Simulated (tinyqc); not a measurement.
Ferroelectric with a first-order transition, Landau-Devonshire energy: one step of the calculation.

One domain with free energy u = al P^2 + be P^4 + ga P^6 - E P, al = a0 (T - T0), be < 0 < ga (P in uC/cm^2, E in kV/cm, u in mJ/cm^3). Equilibrium: E = 2 al P + 4 be P^3 + 6 ga P^5; a state is stable against small changes where dE/dP > 0. The coercive field is that of uniform switching, which real films, switching by domains, do not reach.

Task. Spontaneous polarisation, coercive field and susceptibility. Ps^2 = [-be + sqrt(be^2 - 3 al ga)]/(3 ga); Pc^2 = [-3 be + sqrt(9 be^2 - 15 al ga)]/(15 ga), Ec = -E(Pc); susceptibility chi = 1/(eps0 dE/dP).

Inputs (values chosen for the exercise): slope of the quadratic coefficient a0 = 0.011 kV cm/(uC K); Curie-Weiss temperature T0 = 350 K; quartic coefficient be = -0.0013 kV cm^5/uC^3; sixth-order coefficient ga = 1.1e-6 kV cm^9/uC^5; temperature T = 200 K.

Constants: eps0 = 8.8541878128e-14 F/cm where lengths are in cm. Results are converted to the units shown.

Give: al; Ps; u(Ps) at E = 0; Pc; Ec; chi at Ps.

Result.

al = -1.650 kV cm/uC
Ps = 34.69 uC/cm^2
u(Ps) at E = 0 = -1951 mJ/cm^3
Pc = 25.12 uC/cm^2
Ec = 99.31 kV/cm
chi at Ps = 439.2

tinyqc, about 0.01 s, one thread, Intel Xeon 2.30GHz (shared host): `OMP_NUM_THREADS=1 python tinyqc.py 2860024 2860025 out.jsonl`
